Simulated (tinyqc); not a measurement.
## Resistance of a source-drain extension with a graded tip: effect of the depth of the extension

y runs along the channel, the gate covers y > 0. The doping is N0 for y < y0 and N0 10^(-(y - y0)/la) beyond, uniform over the depth xj. Sheet conductance s(y) = q mu(N) max(N - Nch, 0) xj + (for y > 0) ma Cox Vo, with mu(N) = u0 + (u1 - u0)/(1 + (N/Nr)^au) and Cox = eps0 eox/tox. Current is taken as one-dimensional; depletion of the tip, spreading and the contact are left out. The metallurgical junction lies at yj, where N = Nch.

R_spacer = integral of dy/s from -Ls to 0, R_ov from 0 to yj, R_channel = (Lg - 2 yj)/(ma Cox Vo), R_total = 2 R_spacer + 2 R_ov + R_channel. Electrical length L_eff = ma Cox dR_total/d(1/Vo); R_series = R_total - L_eff/(ma Cox Vo).

Parameters, values chosen for the exercise; mobility law close to that of electrons in silicon: relative permittivity of the gate insulator (close to silicon nitride) eox = 7.64; insulator thickness tox = 3.3 nm; active doping of the extension far from the gate N0 = 2.9e20 cm^-3; lateral abruptness la = 5.3 nm/decade; position under the gate where the fall begins (gate edge at 0) y0 = 3.6 nm; channel doping Nch = 6.9e17 cm^-3; spacer length Ls = 11 nm; gate overdrive Vo = 0.36 V; mobility of the gate-induced layer ma = 200 cm^2/(V s); mobility at low doping u1 = 1414 cm^2/(V s); mobility at high doping u0 = 68.5 cm^2/(V s); reference doping Nr = 9.2e16 cm^-3; exponent au = 0.711; gate length Lg = 60 nm.

Constants: q = 1.602176634e-19 C, eps0 = 8.8541878128e-14 F/cm where lengths are in cm. Results are converted to the units shown.

The same in every row: yj (nm) = 17.50; R_channel (ohm um) = 169.3.

Results:
```
xj (nm),R_spacer (ohm um),R_ov (ohm um),R_total (ohm um),L_eff (nm),R_series (ohm um)
4,8.142,57.15,299.9,36.75,50.93
5.6,5.816,51.38,283.7,35.15,45.54
11,2.961,40.30,255.8,32.24,37.41
15,2.171,35.54,244.7,31.06,34.27
21,1.551,30.67,233.8,29.92,31.03
29,1.123,26.33,224.2,28.96,27.99
40,0.8142,22.38,215.7,28.15,25.00
```

Estimate the missing row, xj = 7.7 nm.

Computed row:
```
xj (nm),R_spacer (ohm um),R_ov (ohm um),R_total (ohm um),L_eff (nm),R_series (ohm um)
7.7,4.230,46.05,269.9,33.72,41.38
```

With this row back in the table: As xj goes from 4 to 40, R_total falls from 300 to 216 ohm um, L_eff falls from 36.7 to 28.1 nm and R_series falls from 50.9 to 25.0 ohm um.

Program tinyqc, `OMP_NUM_THREADS=1 python tinyqc.py 2282015 2282016 out.jsonl`; Intel Xeon 2.30GHz, shared host, one thread, about 0.04 s.
